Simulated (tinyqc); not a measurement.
Heavy doping: band filling, gap narrowing, band tails and the effective intrinsic density: one step, computed by the program tinyqc.

An n-type crystal above its Mott density, with all dopants ionised: n = N_D - N_A, ionised centres N_I = N_D + N_A. Valleys are taken as spherical with mass m_e.

Task: Scales. n = N_D (1 - ratio); Ry* = Ry m_e/eps^2, a* = a_0 eps/m_e; r_s = (3/(4 pi n))^(1/3)/a*; k_F = (3 pi^2 n/M_c)^(1/3); Mott density (0.26/a*)^3.

Inputs (values chosen for the exercise, modelled on germanium):

| quantity | value | unit |
|---|---|---|
| electron mass m_e | 0.222 | m_0 |
| valleys M_c | 4 | - |
| dielectric constant eps | 16.3 | - |
| donor density N_D | 3.3e+19 | cm^-3 |
| compensation ratio N_A/N_D | 0 | - |

Conduction band: parabolic.

Constants: a_0 = 0.529177210903 angstrom; Ry = 13.605693123 eV.

Give: n; Ry*; a*; r_s; k_F; Mott density.

Result:

n = 3.30e+19 cm^-3

Ry* = 11.368 meV

a* = 38.854 angstrom

r_s = 0.49777

k_F = 0.062511 1/angstrom

Mott density = 2.9965e+17 cm^-3
